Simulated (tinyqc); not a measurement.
Telling the models apart: thermal, flicker and telegraph noise of a field-effect transistor. Computed by tinyqc, a small Python program. Command: `OMP_NUM_THREADS=1 python tinyqc.py 3004066 3004067 out.jsonl noise walk`. One thread of a shared host (Intel(R) Xeon(R) Processor @ 2.30GHz), about 0.01 s of CPU time with the checks.

Strong inversion, threshold roll-off and channel-length modulation left out; noise sources are uncorrelated and are given as one-sided spectral densities.

Inputs (values chosen for the exercise, modelled on a silicon n-channel): width W = 0.88 micrometre; length L = 24 nm; electrical oxide thickness t = 1.8 nm; mobility mu = 200 cm^2/(V s); saturation velocity v_s = 0.72 1e7 cm/s; oxide trap density N_t = 5.7e+17 1/(eV cm^3); oxide barrier phi = 1.7 eV; oxide mass m_ox = 0.48 m_0; Coulomb scattering coefficient alpha_sc = 4300 V s/C; frequency f = 20 Hz; temperature T = 200 K.

Operating region: saturation. Flicker model: number with correlated mobility.

Constants: eps_0 = 8.8541878128e-12 F/m; hbar = 1.054571817e-34 J s; m_0 = 9.1093837015e-31 kg; e = 1.602176634e-19 C; k_B = 8.617333262e-05 eV/K.

Method. C_ox = 3.9 eps_0/t; V_c = 2 v_s L/mu; I = W C_ox v_s V_ov^2/(V_ov + V_c); g_m = W C_ox v_s V_ov (V_ov + 2 V_c)/(V_ov + V_c)^2; g_d0 = mu C_ox (W/L) V_ov. Tunnelling length lambda = hbar/(2 sqrt(2 m_ox phi)); flat-band noise S_Vfb = e^2 k_B T lambda N_t/(W L C_ox^2 f). S_I = g_m^2 S_Vfb (1 + alpha_sc mu C_ox I/g_m)^2.

Against the overdrive:
```
V_ov (V)  I (microampere)  (g_m/I)^2 (1/V^2)  S_I/I^2 (1/Hz)  S_I/g_m^2 (V^2/Hz)
0.20                130.4             53.547      1.4093e-08          2.6320e-10
0.25                179.7             31.751      9.3003e-09          2.9291e-10
0.32                252.6             17.815      6.0401e-09          3.3905e-10
0.40                339.5             10.590      4.2149e-09          3.9801e-10
0.50                451.7              6.319      3.0381e-09          4.8082e-10
0.63                600.9              3.721      2.2447e-09          6.0326e-10
0.80                799.7              2.167      1.7081e-09          7.8826e-10
1.00               1036.4              1.316      1.3713e-09          1.0417e-09
```

What does the comparison show, and why?

S_I/I^2 falls as V_ov^-1.86 at first and V_ov^-0.98 at the end; (g_m/I)^2 as V_ov^-2.34 and V_ov^-2.23. The input-referred noise rises by a factor 3.96, because trapped charge also scatters, and that term grows with I/g_m.
